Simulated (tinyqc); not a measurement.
What each integral does: Slater-Koster d bands of a bcc metal.

Parameters, chosen for this exercise (of the size met in W; shifted at random, so the results belong to these values and not to a real crystal): dds = -1.326 eV (dd sigma); ddp = 0.769 eV (dd pi); ddd = -0.199 eV (dd delta); f2 = 0.487 (factor on all three integrals for second neighbours).

Levels at Gamma, E(t2g) = (8/3) dds + (16/9) ddp + (32/9) ddd + f2 (4 ddp + 2 ddd), E(eg) = (16/3) ddp + (8/3) ddd + f2 (3 dds + 3 ddd), and W = sqrt(12 mu2), the width of a rectangular band with the same second moment mu2 = z (dds^2 + 2 ddp^2 + 2 ddd^2)/5, z = 8 + 6 f2^2.

One parameter was then changed.

Results before and after:
```
case     t2g (eV)  eg (eV)  W (eV)
base      -1.5723   1.3426  8.2645
changed   -1.7072   1.2196  8.2993
```

Which of these changes was made? (a) dds = -1.1271 eV; (b) f2 = 0.4139; (c) ddd = -0.2288 eV; (d) ddp = 0.8843 eV.

Answer: (c) ddd = -0.2288 eV. Of the candidates, run in turn, only this one gives the changed row.

All candidates:
```
case              t2g (eV)  eg (eV)  W (eV)
base               -1.5723   1.3426  8.2645
dds = -1.1271 eV   -1.0419   1.6332  7.5676
ddp = 0.8843 eV    -1.1427   1.9576  8.7707
ddd = -0.2288 eV   -1.7072   1.2196  8.2993
f2 = 0.4139        -1.7680   1.6771  8.0894
```

The ratio of the shifts of t2g and eg names the integral: it is the ratio of the coefficients in the two formulas.

Run: tinyqc, `OMP_NUM_THREADS=1 python tinyqc.py 1452568 1452569 out.jsonl`; Intel(R) Xeon(R) Processor @ 2.30GHz, one thread, shared host; about 0.03 s of CPU time with all checks.
